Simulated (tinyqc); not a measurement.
Free and trapped electrons in a MOS channel with a dense trap tail: one step of the calculation.

p-type body, charge-sheet picture, full ionisation (an idealisation for deep acceptors), Boltzmann statistics for free electrons. e = Ec - EF at the surface. Acceptor-like traps of density D(E) = D0 + De exp(-E/Ew) at depth E below Ec, from 0 to Eu, hold n_t = integral of D(E)/(1 + exp((e - E)/Vt)). psi = Eg - Vt ln(Nv/Na) - e; N_dep = sqrt(2 eps0 eps_r Na (psi - Vt)/q); n_f = sqrt(N_dep^2 + 2 eps0 eps_r Vt Nc exp(-e/Vt)/q) - N_dep; Vg = Vfb + psi + q (N_dep + n_t + n_f)/Cox, Cox = eps0 eox/tox.

Problem. Trapped charge. Trapezoid rule on 12 equal steps from 0 to Eu, f = 1/(1 + exp((e - E)/Vt)).

Parameters, values chosen for the exercise; band and dielectric values close to those of silicon: temperature T = 400 K; constant background density of acceptor-like traps D0 = 1.1e10 cm^-2 eV^-1; density of the tail at the conduction edge De = 3.4e12 cm^-2 eV^-1; decay energy of the tail Ew = 0.06 eV; depth below Ec down to which the traps reach Eu = 0.78 eV; Ec - EF at the surface e = 0.137 eV.

Constants: q = 1.602176634e-19 C, kB = 1.380649e-23 J/K, Vt = kB T/q. Results are converted to the units shown.

Wanted: E; D(E) f; n_t.

Solution.

```
point,E (eV),D(E) f (cm^-2 eV^-1)
0,0,6.2903e10
1,0.065000,1.2802e11
2,0.13000,1.7999e11
3,0.19500,1.2044e11
4,0.26000,5.4095e10
5,0.32500,2.5991e10
6,0.39000,1.6101e10
7,0.45500,1.2729e10
8,0.52000,1.1585e10
9,0.58500,1.1198e10
10,0.65000,1.1067e10
11,0.71500,1.1023e10
12,0.78000,1.1008e10
```

n_t = 4.0247e10 cm^-2

Computed by the program tinyqc: `OMP_NUM_THREADS=1 python tinyqc.py 2222045 2222046 out.jsonl`, one thread of a shared Intel Xeon 2.30GHz, about 0.02 s for the whole run.
